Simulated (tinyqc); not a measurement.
# Bulk transistor, scale length and short-channel effects: several studies

A gate, an insulator of thickness ti and a depleted layer of depth ts on a conducting body. Below threshold the potential that source and drain add obeys Laplace's equation and vanishes on the gate and at the bottom of the depleted layer. Its lowest mode decays along the channel as exp(-k y); k is the smallest positive root of the matching condition at the interface, and the scale length is Lambda = pi/k.

Parameters, values chosen for the exercise; permittivities: semiconductor made up, insulator close to that of zirconium oxide:
```
symbol  value  unit                                     meaning
T         250     K                                 temperature
eps_r    17.9        relative permittivity of the semiconductor
ei       24.9            relative permittivity of the insulator
ti        5.1    nm                         insulator thickness
ts         27    nm                             depletion depth
L          54    nm                              channel length
Vbi      1.05     V                     potential of the source
sT       0.46     V   potential of the barrier top at threshold
Vds       0.6     V                               drain voltage
```

Constants: q = 1.602176634e-19 C, kB = 1.380649e-23 J/K, Vt = kB T/q. Results are converted to the units shown.

Each table varies one quantity; the others keep the values above.

## Effect of the drain voltage

k is the smallest positive root of f(k) = eps_r sin(k ti) cos(k ts) + ei cos(k ti) sin(k ts). Along the channel psi(y) = s + a exp(y/l) + b exp(-y/l) with psi(0) = Vbi, psi(L) = Vbi + Vds and l = 1/k = Lambda/pi; with A = Vbi - s, B = A + Vds, x = exp(-L/l): a = (B - A x) x/(1 - x^2), b = (A - B x)/(1 - x^2). The minimum is s + 2 sqrt(a b), at y = (l/2) ln(b/a). The long-channel potential follows the gate as s = sT + (Vg - VTL)/m, and the threshold VT is the gate voltage at which the minimum equals sT. Swing = m Vt ln 10/g at threshold, g = d(minimum)/ds = 1 - (b x + a)/((1 + x) sqrt(a b)). DIBL = [VT(0.05 V) - VT(Vds)]/(Vds - 0.05 V). sT and Vbi are held fixed; m = 1 + eps_r ti/(ei ts) in each row.

The same in every row: Lambda (nm) = 30.829; L/Lambda = 1.7516.

Effect of the drain voltage:
```
Vds (V)  VT - VTL at Vds (mV)  DIBL (mV/V)  swing (mV/decade)
0.2                   -113.11       76.104             64.627
0.35                  -123.61       73.058             64.748
0.5                   -133.41       70.484             64.895
0.65                  -142.65       68.262             65.057
0.8                   -151.43       66.314             65.228
0.95                  -159.82       64.583             65.404
1.1                   -167.87       63.030             65.581
```

As Vds goes from 0.2 to 1.1 V, Lambda stays at 30.8 nm, DIBL falls from 76.1 to 63.0 mV/V and the swing rises from 64.6 to 65.6 mV a decade.

## Effect of the relative permittivity of the insulator

Same model as above.

Effect of the relative permittivity of the insulator:
```
ei   Lambda (nm)  L/Lambda  VT - VTL at Vds (mV)  DIBL (mV/V)  swing (mV/decade)
3.9       41.189    1.3110               -530.73       265.90             125.19
5.7       38.614    1.3985               -379.90       189.71             102.41
8.5       36.027    1.4989               -274.20       136.45             86.253
12        34.035    1.5866               -213.04       105.72             76.752
18        32.076    1.6835               -165.15       81.724             69.154
27        30.561    1.7670               -134.57       66.445             64.167
40        29.478    1.8319               -115.56       56.971             60.977
```

As ei goes from 3.9 to 40, Lambda falls from 41.2 to 29.5 nm, DIBL falls from 266 to 57.0 mV/V and the swing falls from 125 to 61.0 mV a decade. On average Lambda goes as ei^(-0.14). For ei = 3.9 to 8.5 L is under 1.5 Lambda, where higher modes, left out of the one-mode potential, count.

## Effect of the channel length

Same model as above.

The same in every row: Lambda (nm) = 30.829.

Results:
```
L (nm)  L/Lambda  VT - VTL at Vds = 0.05 V (mV)  VT - VTL at Vds (mV)  DIBL (mV/V)  swing (mV/decade)
34        1.1028                        -364.46               -504.76       255.09             87.118
40        1.2975                        -240.46               -331.99       166.42             76.710
48        1.5570                        -145.04               -199.56       99.122             68.670
58        1.8813                        -80.893               -110.94       54.633             63.238
69        2.2381                        -44.081               -60.316       29.517             60.108
98        3.1788                        -9.5991               -13.100       6.3652             57.164
120       3.8924                        -3.1005               -4.2289       2.0517             56.607
140       4.5411                        -1.1159               -1.5218      0.73798             56.437
```

Estimate the missing row, L = 82 nm.

Computed row:
```
L (nm)  L/Lambda  VT - VTL at Vds = 0.05 V (mV)  VT - VTL at Vds (mV)  DIBL (mV/V)  swing (mV/decade)
82        2.6598                        -22.069               -30.148       14.689             58.230
```

With this row back in the table: From L = 34 to 140 nm, DIBL falls from 255 to 0.738 mV/V and the swing falls from 87.1 to 56.4 mV a decade (long-channel value 56.3). Between the last two rows the threshold shift at Vds decays with a length of 19.6 nm, against 2 Lambda/pi = 19.6 nm for a shift that goes as exp(-pi L/(2 Lambda)). DIBL first drops below 100 mV/V at L = 48 nm among the rows, L/Lambda = 1.6. For L = 34 to 40 nm L is under 1.5 Lambda, where higher modes, left out of the one-mode potential, count.

Numbers from tinyqc (`OMP_NUM_THREADS=1 python tinyqc.py 2420057 2420058 out.jsonl`; about 0.01 s on one thread of a shared Intel Xeon 2.30GHz).
